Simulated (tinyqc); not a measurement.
# Changing the temperature T

Model: configuration-coordinate model of a defect: Huang-Rhys factor and luminescence line shape. Computed by tinyqc, a small Python program. Command: `OMP_NUM_THREADS=1 python tinyqc.py 3007257 3007258 out.jsonl ccline sweep`. One thread of a shared host (Intel(R) Xeon(R) Processor @ 2.30GHz), about 0.04 s of CPU time with the checks.

Ground state E_g(Q) = (1/2) omega_g^2 Q^2; excited state E_e(Q) = E_0 + (1/2) omega_e^2 (Q - dQ)^2 with E_0 = E_ZPL - (hbar omega_e - hbar omega_g)/2. Q is mass-weighted; the dipole does not depend on Q (Condon approximation).

Inputs (values chosen for the exercise, for a model defect):
```
quantity                           value              unit
zero-phonon energy E_ZPL           0.913                eV
displacement dQ                    0.959  u^(1/2) angstrom
ground-state phonon hbar omega_g    14.1               meV
excited-state phonon hbar omega_e   11.1               meV
refractive index n_r                3.15                 -
transition dipole mu                 1.2        e angstrom
quenching prefactor nu_0           2e+11               1/s
```

Modes: different frequencies.

Constants: hbar^2/u = 4.18015928e-03 eV angstrom^2; k_B = 8.617333262e-05 eV/K; hbar = 6.582119569e-16 eV s; e = 1.602176634e-19 C; eps_0 = 8.8541878128e-12 F/m; hbar = 1.054571817e-34 J s; c = 299792458 m/s.

Method:
- S = hbar omega dQ^2/(2 hbar^2/u) for each state; relaxation energy S hbar omega; absorption at E_0 + S_e hbar omega_e, emission at E_0 - S_g hbar omega_g; the Stokes shift is their difference.
- Overlaps <m_e|n_g> of harmonic-oscillator functions (Hermite recursion, positive leading coefficients) by a sum over an even grid (700 points from x = -9 to 9 + d for the small table, 1500 points from -16 to 16 + d for the thermal sums), with x = Q sqrt(omega_g/hbar), d = sqrt(2 S_g) and frequency ratio omega_e/omega_g.
- Initial levels m = 0..24 carry Boltzmann weights exp(-m hbar omega_e/k_B T), normalised; final levels n = 0..79; a line lies at E_ZPL + m hbar omega_e - n hbar omega_g with weight w_m <m|n>^2. Moments are taken over these weights without the E^3 factor; FWHM = 2 sqrt(2 ln 2) x standard deviation; the zero-phonon weight is w_0 <0|0>^2, since the other m -> m lines are offset by m (hbar omega_e - hbar omega_g).
- The curves cross at the root Q_c nearest dQ; the barrier is (1/2) omega_e^2 (Q_c - dQ)^2, with (1/2) omega^2 = (hbar omega)^2/(2 hbar^2/u). k_r = n_r omega^3 mu^2/(3 pi eps_0 hbar c^3) at the vertical emission energy, without local-field correction; k_nr = nu_0 exp(-barrier/k_B T) (Mott-Seitz); yield = k_r/(k_r + k_nr); T_1/2 = barrier/(k_B ln(nu_0/k_r)).

One run for each value:
```
temperature T (K)  FWHM from the second moment (eV)  zero-phonon weight  luminescence yield  mean emission energy (eV)
20                                         0.047026             0.25280                   1                    0.89092
28                                         0.047431             0.25066                   1                    0.89089
40                                         0.048894             0.24309                   1                    0.89079
58                                         0.052446             0.22573                   1                    0.89051
83                                         0.058444             0.19957                   1                    0.89001
120                                        0.067543             0.16665                   1                    0.88916
170                                        0.079062             0.13452                   1                    0.88792
250                                        0.095513             0.10195                   1                    0.88588
```

Describe and explain the trends.

Over the rows, FWHM from the second moment (eV) rises from 0.0470 to 0.0955 (exponent d ln y / d ln x 0.025 between the first rows and 0.49 between the last); zero-phonon weight falls from 0.253 to 0.102 (exponent d ln y / d ln x -0.025 between the first rows and -0.72 between the last). At the low end the exponent of FWHM from the second moment is 0.03, close to 0: zero-point motion sets the width. At the high end the exponent of FWHM from the second moment is 0.49, close to 0.50: the classical limit. The scale is hbar omega_g/k_B = 164 K: below about a third of it only the lowest level emits.

Caution (all rows): for small S the spectrum is a set of resolved lines, and a Gaussian width has little meaning.

Extremes, crossings and ranges named in words are read from the listed rows.
